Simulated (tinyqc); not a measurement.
Comparisons within one model: Weaire-Thorpe hybrids on a Bethe lattice: gap and dangling bond of an amorphous tetrahedral solid. A value that a table varies takes the place of the one given here.

Four sp3 hybrids an atom at energy 0, coupled by -V1 on the atom and by -V2 along a bond; the bonds form a tree (no rings). For any network the gap runs at least from -V2 + V1 to V2 - 3 V1, and p-like states pile up at -V2 + V1 and V2 + V1. On the tree the gap is wider: it ends at Ec = -V1 + sqrt(V2^2 + 4 V1^2 - 2 sqrt3 V1 V2), which makes it well wider than the gaps of the real glasses. A branch seen from a hybrid has the self-energy S = V2^2 g, where g is the Green function of the hybrid across the bond, whose three partners carry S themselves. With a = z - V1, b = a - S: g = 1/(a + V1 b/(b + 3 V1)), z = E + i eta. A full atom has G = (1/b)(b + 3 V1)/(b + 4 V1) per hybrid; a dangling hybrid with shift dh has G = 1/(1/g - dh).

Inputs chosen for the exercise (of the size of tabulated hybrid energies for amorphous silicon; the results hold for these values, not for the real material): V1 = 1.73 eV (coupling of two hybrids on one atom); V2 = 4.29 eV (coupling of the two hybrids of a bond); eta = 0.03 eV (broadening); dh = -1.48 eV (shift of the dangling hybrid (rehybridisation)); VH = 4.7 eV (coupling to a hydrogen atom); eH = -3.27 eV (hydrogen level); E1s = -3.8 eV (first energy); dE = 0.45 eV (step).

## Bulk, dangling and hydrogenated hybrids across the gap

edges (eV): Ev -2.56000, Ec(bound) -0.90000, Ec(tree) 0.43013

Thirteen energies E1s + j dE. With hydrogen the hybrid gains the self-energy VH^2/(z - eH) and dh = 0.

Density per hybrid (1/eV):

| E (eV) | bulk | dangling | with hydrogen |
|---|---|---|---|
| -3.80 | 0.0032 | 0.0023 | 0.0008 |
| -3.35 | 0.0043 | 0.0015 | 0.0005 |
| -2.90 | 0.0208 | 0.0018 | 0.0004 |
| -2.45 | 0.1839 | 0.0027 | 0.0003 |
| -2.00 | 0.0079 | 0.0051 | 0.0003 |
| -1.55 | 0.0026 | 0.0139 | 0.0004 |
| -1.10 | 0.0014 | 0.1263 | 0.0004 |
| -0.65 | 0.0010 | 0.1120 | 0.0005 |
| -0.20 | 0.0009 | 0.0136 | 0.0007 |
| 0.25 | 0.0014 | 0.0061 | 0.0013 |
| 0.70 | 0.0213 | 0.0323 | 0.0176 |
| 1.15 | 0.0305 | 0.0401 | 0.0337 |
| 1.60 | 0.0353 | 0.0411 | 0.0502 |

Between Ev = -2.56 and Ec = 0.43 eV the bulk density is a broadening tail (least 0.0009). The dangling hybrid reaches 0.126 at -1.10 eV among these rows; its level lies at -0.882 eV, and the peak there, of width eta, is far higher unless a row falls on it. With hydrogen the largest value on the rows inside the gap, more than 0.05 eV from an edge, is 0.0013, and 1/g = VH^2/(E - eH) has no root in the gap: the state has gone into a bonding level below and an antibonding one above.

## Level against rehybridisation

Root of 1/g(E) = dh for eta = 0 in the gap of the tree, between Ev = -V2 + V1 and Ec; a dash: none. A flatter atom makes the hybrid more p-like (dh > 0, up to V1), a more pyramidal one more s-like (dh < 0).

Level:

| dh (eV) | E (eV) | above Ev (eV) | weight |
|---|---|---|---|
| -3.0 | -1.8419 | 0.7181 | 0.604 |
| -2.5 | -1.5333 | 1.0267 | 0.628 |
| -2.0 | -1.2156 | 1.3444 | 0.641 |
| -1.5 | -0.8947 | 1.6653 | 0.640 |
| -1.0 | -0.5782 | 1.9818 | 0.623 |
| -0.5 | -0.2755 | 2.2845 | 0.583 |
| 0.0 | 0.0000 | 2.5600 | 0.512 |
| 0.5 | 0.2289 | 2.7889 | 0.394 |
| 1.0 | 0.3834 | 2.9434 | 0.212 |

A level exists for 9 of the 9 rows, from dh = -3 (0.718 eV above Ev) to 1 (2.943 eV); the gap of the tree is 2.990 eV. Its slope dE/d(dh) is the weight, largest at dh = -2 (0.64). A level that rises as the atom flattens is why an emptied dangling bond relaxes flat and a doubly filled one pyramidal.

## Stretching the bonds

V2 is scaled as (d0/d)^2 and V1 stays. Bound 2 V2 - 4 V1; tree V2 - 2 V1 + sqrt(V2^2 + 4 V1^2 - 2 sqrt3 V1 V2); a negative bound means that a network with rings may have no gap.

Against d/d0:

| d/d0 | V2 (eV) | V2/V1 | bound (eV) | tree (eV) |
|---|---|---|---|---|
| 0.96 | 4.655 | 2.691 | 2.390 | 3.592 |
| 0.98 | 4.467 | 2.582 | 2.014 | 3.277 |
| 1.00 | 4.290 | 2.480 | 1.660 | 2.990 |
| 1.02 | 4.123 | 2.383 | 1.327 | 2.728 |
| 1.04 | 3.966 | 2.293 | 1.013 | 2.490 |
| 1.07 | 3.747 | 2.166 | 0.574 | 2.173 |
| 1.10 | 3.545 | 2.049 | 0.171 | 1.900 |
| 1.15 | 3.244 | 1.875 | -0.432 | 1.531 |

The bound falls by 172 meV for each per cent of stretch near d0 and vanishes at d/d0 = 1.114, inside the table. Weak, stretched bonds therefore put states closest to the edges, one origin of band tails.

## What each parameter does

Ev = -V2 + V1, conduction edge of the tree -V1 + sqrt(V2^2 + 4 V1^2 - 2 sqrt3 V1 V2), and the level that solves 1/g(E) = dh for eta = 0. Each row changes one parameter from the base and keeps the others.

Results:

| case | Ev (eV) | Ec (eV) | level (eV) | weight |
|---|---|---|---|---|
| base | -2.5600 | 0.4301 | -0.8819 | 0.640 |
| V1 = 1.65 eV | -2.6400 | 0.5348 | -0.9284 | 0.662 |
| V2 = 4.44 eV | -2.7100 | 0.5232 | -0.9141 | 0.656 |
| dh = -1.58 eV | -2.5600 | 0.4301 | -0.9460 | 0.641 |

The largest shifts from the base row, up to three for each result and ties (the steps differ in size, so this ranks the rows, not the parameters). Ev (eV): V2 -0.1500, V1 -0.0800; unchanged at the printed digits by dh. Ec (eV): V1 +0.1047, V2 +0.0930; unchanged at the printed digits by dh. level (eV): dh -0.0641, V1 -0.0464, V2 -0.0321. weight: V1 +0.023, V2 +0.016, dh +0.001.

Computed by tinyqc, a small Python program: `OMP_NUM_THREADS=1 python tinyqc.py 1482659 1482660 out.jsonl` (the numbers bound the seed that draws the inputs); one thread of a shared host (Intel(R) Xeon(R) Processor @ 2.30GHz), about 0.04 s for the whole set of steps.
